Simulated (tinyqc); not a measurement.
Frequency dispersion of an accumulation capacitance by border traps, distributed model: one step of the calculation.

Traps spread evenly through the insulator exchange electrons with the semiconductor by tunnelling, with tau(x) = t0 exp(2 ka x) at depth x from the interface. The admittance per area Y seen at depth x obeys dY/dx = -Y^2/(i w eps0 eox) + q Nb ln(1 + i w tau)/tau, with Y(0) = i w Cs and w = 2 pi f; the gate sees Y(tox) = G + i w C. Working variable y = Y/(i w), in uF/cm^2. Cox = eps0 eox/tox.

Question. Midpoint steps through the active depth. In terms of y: dy/dx = -y^2/(eps0 eox) + s(x), s = q Nb ln(1 + z)/z, z = i w tau. 11 midpoint steps of h = xe/11: y_half = y + (h/2) y'(x, y), y(new) = y + h y'(x + h/2, y_half).

Values chosen for this exercise; permittivity close to that of silicon dioxide:

| symbol | value | unit | meaning |
|---|---|---|---|
| eox | 3.74 |  | relative permittivity of the insulator |
| Cs | 2.1 | uF/cm^2 | semiconductor capacitance in accumulation |
| Nb | 9.1e19 | cm^-3 eV^-1 | density of border traps |
| ka | 4.2 | 1/nm | decay constant of the wave function in the insulator |
| t0 | 7e-10 | s | time constant of a trap at the interface |
| f | 1e5 | Hz | frequency |
| xe | 1.5 | nm | depth down to which the steps are taken |

Constants: q = 1.602176634e-19 C, eps0 = 8.8541878128e-14 F/cm where lengths are in cm. Results are converted to the units shown.

Give: x; s; y.

Answer.

```
point   x (nm)  s (uF/(cm^2 nm))     y (uF/cm^2)
0            0    1.4580-0.0003i  2.1000+0.0000i
1      0.13636    1.4580-0.0010i  2.1157-0.0001i
2      0.27273    1.4580-0.0032i  2.1289-0.0003i
3      0.40909    1.4579-0.0100i  2.1400-0.0010i
4      0.54545    1.4571-0.0313i  2.1493-0.0031i
5      0.68182    1.4492-0.0976i  2.1568-0.0098i
6      0.81818    1.3787-0.2846i  2.1598-0.0302i
7      0.95455    1.0133-0.5588i  2.1386-0.0811i
8       1.0909    0.4644-0.5078i  2.0535-0.1409i
9       1.2273    0.1652-0.2854i  1.9285-0.1678i
10      1.3636    0.0544-0.1309i  1.7997-0.1679i
11      1.5000    0.0175-0.0544i  1.6807-0.1560i
```

tinyqc, about 0.7 s, one thread, Intel Xeon 2.30GHz (shared host): `OMP_NUM_THREADS=1 python tinyqc.py 2202161 2202162 out.jsonl`
